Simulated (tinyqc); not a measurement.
A spin-degenerate level with charging energy between two leads, rate equations: one step of the calculation.

States 0, up, down and 2 with energies 0, e1 - Ez/2, e1 + Ez/2 and 2 e1 + U. mu_L = +V/2, mu_R = -V/2 (meV), f(x) = 1/(1 + exp(x/kB T)). A transition that adds one electron of given spin at the energy E has the rate G f(E - mu) from each lead, and its reverse G [1 - f(E - mu)]. I counts electrons leaving the left lead, times q.

Problem. Rate matrix. dp/dt = W p; W_ji is the rate from state i to j, and each column sums to zero.

Values chosen for this exercise:
- GL = 1.8 1/ns (tunnel rate to the left lead)
- GR = 0.062 1/ns (tunnel rate to the right lead)

| transition | fL | fR |
|---|---|---|
| 0-up | 0.99999363 | 0.99776515 |
| 0-down | 0.99994510 | 0.98107061 |
| up-2 | 0.12851564 | 0.00041942 |
| down-2 | 0.55953335 | 0.00360146 |

Wanted: W.

Solution.

W (1/ns):

|  | 0 | up | down | 2 |
|---|---|---|---|---|
| 0 | -3.7226 | 0.0002 | 0.0013 | 0.0000 |
| up | 1.8618 | -0.2315 | 0.0000 | 1.6306 |
| down | 1.8607 | 0.0000 | -1.0087 | 0.8546 |
| 2 | 0.0000 | 0.2314 | 1.0074 | -2.4853 |

Range of the model: Rate equations need hbar G well below kB T; cotunnelling and the Kondo effect are left out.

Computed by the program tinyqc: `OMP_NUM_THREADS=1 python tinyqc.py 2780016 2780017 out.jsonl`, one thread of a shared Intel Xeon 2.30GHz, about 0.01 s for the whole run.
